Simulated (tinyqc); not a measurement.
## MOS capacitor on an n-type substrate, surface potential from the exact charge relation: effect of the temperature on threshold and swing

Uniform n-type substrate, Boltzmann statistics, full ionisation, classical densities. psi is the surface potential against the body (positive when the bands bend down) and u = -psi/Vt. Traps are spread evenly over the gap and neutral at flat band, so their charge is -q Dit psi; the minority quasi-Fermi level is shifted by Vb.

Nc and Nv are given at 293 K and scale as (T/293 K)^1.5; Eg is held fixed. ni = sqrt(Nc Nv) exp(-Eg/(2 Vt)), Eg in volts; phiF = Vt ln(N/ni); Cox = eps0 eox/tox; Vfb = phiM - chi - Vt ln(Nc/N) - q Nf/Cox; VT = Vfb - [(2 phiF + Vb)(1 + q Dit/Cox) + sqrt(2 eps0 eps_r q N (2 phiF + Vb))/Cox]. gamma = sqrt(2 eps0 eps_r q N)/Cox; Wm = sqrt(2 eps0 eps_r (2 phiF + Vb)/(q N)); m = 1 + (eps0 eps_r/Wm + q Dit)/Cox; swing m Vt ln 10; Cmin/Cox = 1/(1 + Cox Wm/(eps0 eps_r)).

Inputs (values chosen for the exercise); band and dielectric values close to those of 4H silicon carbide: band gap Eg = 3.32 eV; relative permittivity eps_r = 9.56; conduction-band density of states at the reference temperature Nc = 1.67e19 cm^-3; valence-band density of states at the reference temperature Nv = 2.37e19 cm^-3; electron affinity chi = 3.67 eV; donor density of the substrate N = 6e15 cm^-3; relative permittivity of the gate insulator (close to hafnium oxide) eox = 21.4; insulator thickness tox = 51 nm; gate work function phiM = 4.09 eV; fixed charge at the interface, in units of q Nf = 0 cm^-2; density of interface traps Dit = 4.2e10 cm^-2 eV^-1; reverse bias of the inversion layer against the body Vb = 0 V.

Constants: q = 1.602176634e-19 C, kB = 1.380649e-23 J/K, Vt = kB T/q, eps0 = 8.8541878128e-14 F/cm where lengths are in cm. Results are converted to the units shown.

The same in every row: gamma (V^0.5) = 0.1086.

Results:

| T (K) | Vfb (V) | 2 phiF (V) | VT (V) | Wm (nm) | m | swing (mV/decade) | Cmin/Cox |
|---|---|---|---|---|---|---|---|
| 200 | 0.2932 | 3.060 | -3.013 | 734.1 | 1.049 | 41.63 | 0.03010 |
| 280 | 0.2303 | 2.932 | -2.941 | 718.6 | 1.050 | 58.33 | 0.03073 |
| 320 | 0.1976 | 2.866 | -2.904 | 710.4 | 1.050 | 66.68 | 0.03107 |
| 360 | 0.1644 | 2.798 | -2.866 | 701.9 | 1.051 | 75.04 | 0.03144 |
| 400 | 0.1305 | 2.729 | -2.827 | 693.2 | 1.051 | 83.41 | 0.03182 |
| 440 | 0.09615 | 2.659 | -2.788 | 684.3 | 1.051 | 91.79 | 0.03222 |

Estimate the missing row, T = 240 K.

Computed row:

| T (K) | Vfb (V) | 2 phiF (V) | VT (V) | Wm (nm) | m | swing (mV/decade) | Cmin/Cox |
|---|---|---|---|---|---|---|---|
| 240 | 0.2622 | 2.997 | -2.977 | 726.5 | 1.049 | 49.98 | 0.03041 |

With this row back in the table: As T goes from 200 to 440, VT rises from -3.01 to -2.79 V, the swing rises from 41.6 to 91.8 mV/decade and Cmin/Cox rises from 0.0301 to 0.0322. Of the change of VT by 0.224 V, -0.197 V comes from Vfb and 0.421 V from the band bending and the charge it takes. VT changes by 0.935 mV/K on average.

Program tinyqc, `OMP_NUM_THREADS=1 python tinyqc.py 2060153 2060154 out.jsonl`; Intel Xeon 2.30GHz, shared host, one thread, about 0.01 s.
